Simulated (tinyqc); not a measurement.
What moves the results: quasiparticle equation with a plasmon-pole self-energy for two band edges. A value that a table varies takes the place of the one given here.

For each edge E = e + X + Sc(E), with the correlation part Sc(E) = A[0]/(E - a + w) + A[1]/(E - b - w); a and b are the valence and conduction energies that enter the Green function (a = ev, b = ec in the one-shot scheme). Z = 1/(1 - dSc/dE), dSc/dE = -A[0]/(E - a + w)^2 - A[1]/(E - b - w)^2.

Parameters, chosen for this exercise (scales of the order of those of Si; shifted at random, so the results belong to these values and not to a real crystal):
```
symbol  value         unit  meaning
ev      0             eV    mean-field valence top
ec      0.6           eV    mean-field conduction edge
w       14.5          eV    pole energy
Av      (46.3, 21.7)  eV^2  weights of the valence state on the hole and electron poles
Ac      (17.5, 51.2)  eV^2  the same for the conduction state
Xv      -2.1          eV    exchange minus the mean-field potential, valence
Xc      2.79          eV    the same, conduction
```

## Schemes compared

Z = 1; linearised; exact one-shot; energies updated in G (a, b); updated in G and W, where w grows by half of the opening of the gap (a rule chosen for the exercise).

Results (eV):
```
scheme               Ev     Ec    gap  opening
mean field        0.000  0.600  0.600    0.000
Z = 1            -0.344  1.018  1.362    0.762
linearised       -0.262  0.917  1.178    0.578
one-shot, exact  -0.261  0.916  1.177    0.577
update G         -0.284  0.970  1.254    0.654
update G and W   -0.325  1.027  1.351    0.751
```

What does this show?

The openings run from 0.577 (one-shot, exact) to 0.762 eV (Z = 1). Linearising moves the gap by 1 meV, updating G +77 meV and updating W a further +97 meV: once Z is kept, the level of self-consistency matters more than linearising.

## The starting point

The mean-field gap is opened by d (ev lowered by d/2, ec raised by d/2) and X is changed by the opposite amounts, so that e + X stays; one-shot and G-updated gaps.

Gaps (eV):
```
d    start  one-shot  update G
0.0  0.600    1.1766    1.2541
0.2  0.800    1.2005    1.2541
0.4  1.000    1.2241    1.2541
0.6  1.200    1.2476    1.2541
0.9  1.500    1.2825    1.2541
1.2  1.800    1.3169    1.2541
1.6  2.200    1.3621    1.2541
```

How do the results move?

The one-shot gap moves by a fraction 0.12 of any change of the starting gap, while the updated gap, 1.2541 eV, does not depend on it. The two agree where the start already equals the result, near d = 0.65 eV. A real change of starting point alters the orbitals and the screening too; this model holds both fixed.

## What each parameter does

Exact one-shot edges and Z of the valence state there. Each row changes one parameter from the base and keeps the others.

Results:
```
case                     Ev (eV)  Ec (eV)  gap (eV)       Z
base                     -0.2610   0.9156    1.1766  0.7574
w = 15.23 eV             -0.3342   1.0122    1.3464  0.7742
Xv = -2.2 eV             -0.3367   0.9156    1.2523  0.7565
Xc = 2.89 eV             -0.2610   0.9908    1.2519  0.7574
ec = 0.7 eV              -0.2541   1.0101    1.2642  0.7582
Av = (48.62, 21.7) eV^2  -0.1386   0.9156    1.0542  0.7523
Ac = (17.5, 53.76) eV^2  -0.2610   0.7808    1.0418  0.7574
```

What can be read from the table?

The largest shifts from the base row, up to three for each result and ties (the steps differ in size, so this ranks the rows, not the parameters). Ev (eV): Av +0.1225, Xv -0.0757, w -0.0732; unchanged at the printed digits by Xc and Ac. Ec (eV): Ac -0.1348, w +0.0965, ec +0.0945; unchanged at the printed digits by Xv and Av. gap (eV): w +0.1697, Ac -0.1348, Av -0.1225. Z: w +0.0168, Av -0.0050, Xv -0.0009; unchanged at the printed digits by Xc and Ac.

Computed by tinyqc, a small Python program: `OMP_NUM_THREADS=1 python tinyqc.py 1850168 1850169 out.jsonl` (the numbers bound the seed that draws the inputs); one thread of a shared host (Intel(R) Xeon(R) Processor @ 2.30GHz), about 0.02 s for the whole set of steps.
